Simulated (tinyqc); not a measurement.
Metal gate on a two-layer dielectric stack with fixed charge and a dipole: one step of the calculation.

Gate, layer 2, layer 1, p-type semiconductor; x runs from the gate inwards. Charges are counted in units of +q. psi is the band bending at the surface, positive towards inversion. Classical charge, Boltzmann statistics, no interface traps.

Question. Flat-band voltage, term by term. EOT = 3.9 (t1/e1 + t2/e2), Cox = eps0/(t1/e1 + t2/e2); phi_ms = pM - (chi + Eg - Vt ln(Nv/Na)). Vfb = phi_ms + Vd - (q/eps0) [Q1 (t1/e1 + t2/e2) + Q2 t2/e2 + r1 (t1^2/(2 e1) + t1 t2/e2) + r2 t2^2/(2 e2)]: each charge counts with its electrical distance from the gate.

Values chosen for this exercise; band and dielectric values close to those of silicon, layer 1 close to silicon dioxide, layer 2 close to zirconium oxide: temperature T = 300 K; band gap Eg = 1.14 eV; valence-band density of states at T Nv = 2.64e19 cm^-3; electron affinity chi = 4.05 eV; acceptor density Na = 1.1e16 cm^-3; work function of the gate metal pM = 4.9 eV; thickness of layer 1, next to the semiconductor t1 = 1.4 nm; relative permittivity of layer 1 e1 = 4.04; thickness of layer 2, next to the gate t2 = 1.5 nm; relative permittivity of layer 2 e2 = 25.2; fixed charge at the semiconductor interface Q1 = 2.4e11 cm^-2; fixed charge between the layers Q2 = 7e11 cm^-2; uniform charge density in layer 1 r1 = 1.4e18 cm^-3; uniform charge density in layer 2 r2 = 1.6e18 cm^-3; flat-band shift by a dipole layer between the layers Vd = 0 V.

Constants: q = 1.602176634e-19 C, kB = 1.380649e-23 J/K, Vt = kB T/q, eps0 = 8.8541878128e-14 F/cm where lengths are in cm. Results are converted to the units shown.

Give: terms; Vfb.

Answer.

terms (V): phi_ms -0.088788, dipole 0.000000, Q1 -0.017634, Q2 -0.007540, r1 -0.008256, r2 -0.001293
Vfb = -0.12351 V

Apart from phi_ms the largest term is that of Q1, -17.6 mV; all charges and the dipole together move Vfb by -34.7 mV.

Program tinyqc, `OMP_NUM_THREADS=1 python tinyqc.py 2010079 2010080 out.jsonl`; Intel Xeon 2.30GHz, shared host, one thread, about 0.01 s.
